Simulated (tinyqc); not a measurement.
Worked calculation: Hueckel theory of the pi electrons, for the molecule [CH2]C([CH2])=C(Cl)C=O (SMILES; centres numbered as the heavy atoms are written). Computed by tinyqc, a small Python program that keeps every step. Settings: charge = 0. Command: `OMP_NUM_THREADS=1 python tinyqc.py 29123 29124 out.jsonl` (the two numbers bound the seeds that draw the settings). One thread of a shared host (Intel(R) Xeon(R) Processor @ 2.60GHz), about 0.01 s of CPU time with the checks.

## The Hueckel matrix

Centres:
```
centre  z_r, pi electrons of the neutral centre         h
1C                                            1  0.000000
2C                                            1  0.000000
3C                                            1  0.000000
4C                                            1  0.000000
5Cl                                           2  2.200000
6C                                            1  0.000000
7O                                            1  1.140000
```

Bonds:
```
i  j         k
1  2         1
2  3         1
2  4         1
4  5  0.340000
4  6         1
6  7  0.980000
```

H_rr = alpha + h_r beta, H_rs = k_rs beta for bonded centres.

Hueckel matrix in units of beta (H = alpha + beta A):
```
           1C        2C        3C        4C       5Cl        6C        7O
1C   0.000000  1.000000  0.000000  0.000000  0.000000  0.000000  0.000000
2C   1.000000  0.000000  1.000000  1.000000  0.000000  0.000000  0.000000
3C   0.000000  1.000000  0.000000  0.000000  0.000000  0.000000  0.000000
4C   0.000000  1.000000  0.000000  0.000000  0.340000  1.000000  0.000000
5Cl  0.000000  0.000000  0.000000  0.340000  2.200000  0.000000  0.000000
6C   0.000000  0.000000  0.000000  1.000000  0.000000  0.000000  0.980000
7O   0.000000  0.000000  0.000000  0.000000  0.000000  0.980000  1.140000
```

## Orbitals

pi electrons, sum of z_r less the charge = 8

Diagonalise; E = alpha + x beta with beta < 0, so the largest x are filled first; degenerate levels share their electrons. P = sum n_i c_ri c_si; each orbital has its largest coefficient positive (the first on a tie).

x values: 2.319350  1.947499  1.573238  0.364937  0.000000  -0.981390  -1.883634

occupations: 2.000000  2.000000  2.000000  2.000000  0.000000  0.000000  0.000000

coefficients:
```
          MO1        MO2        MO3        MO4        MO5        MO6        MO7
1C   0.091286   0.186789  -0.351353  -0.328661   0.707107   0.338680  -0.332574
2C   0.211724   0.363772  -0.552762  -0.119941   0.000000  -0.332377   0.626448
3C   0.091286   0.186789  -0.351353  -0.328661  -0.707107   0.338680  -0.332574
4C   0.308490   0.334867  -0.166920   0.613552   0.000000  -0.351168  -0.514851
5Cl  0.878814  -0.450909   0.090549  -0.113679   0.000000   0.037530   0.042866
6C   0.204976   0.441690   0.259370   0.382499   0.000000   0.664250   0.328767
7O   0.170328   0.536046   0.586705  -0.483636   0.000000  -0.306858  -0.106558
```

charge and bond-order matrix P:
```
            1C         2C         3C         4C        5Cl         6C         7O
1C    0.549380   0.641820   0.549380  -0.104585   0.003091  -0.231257   0.136976
2C    0.641820   0.994176   0.641820   0.411614  -0.028759   0.029652  -0.070479
3C    0.549380   0.641820   0.549380  -0.104585   0.003091  -0.231257   0.136976
4C   -0.104585   0.411614  -0.104585   1.223220   0.070498   0.805059  -0.325240
5Cl   0.003091  -0.028759   0.003091   0.070498   1.993508  -0.078044   0.032168
6C   -0.231257   0.029652  -0.231257   0.805059  -0.078044   0.901368   0.477726
7O    0.136976  -0.070479   0.136976  -0.325240   0.032168   0.477726   1.788968
```

## Energy, charges, bond orders

E = sum n x; q_r = z_r - P_rr; bond order p = P_rs; free valence = sqrt(3) - sum of p over the bonds of the atom.

pi energy = 8 alpha + this times beta = 12.410049

pi charges: 1C 0.450620, 2C 0.005824, 3C 0.450620, 4C -0.223220, 5Cl 0.006492, 6C 0.098632, 7O -0.788968

Bond orders and lengths from R = 1.517 - 0.180 p (angstrom, C-C alone):
```
bond         p         R
1-2   0.641820  1.401472
2-3   0.641820  1.401472
2-4   0.411614  1.442909
4-5   0.070498         -
4-6   0.805059  1.372089
6-7   0.477726         -
```

free valence of the carbons: 1C 1.090231, 2C 0.036796, 3C 1.090231, 4C 0.444880, 6C 0.449266

gap between the highest filled and the next level = 0.364937 |beta|
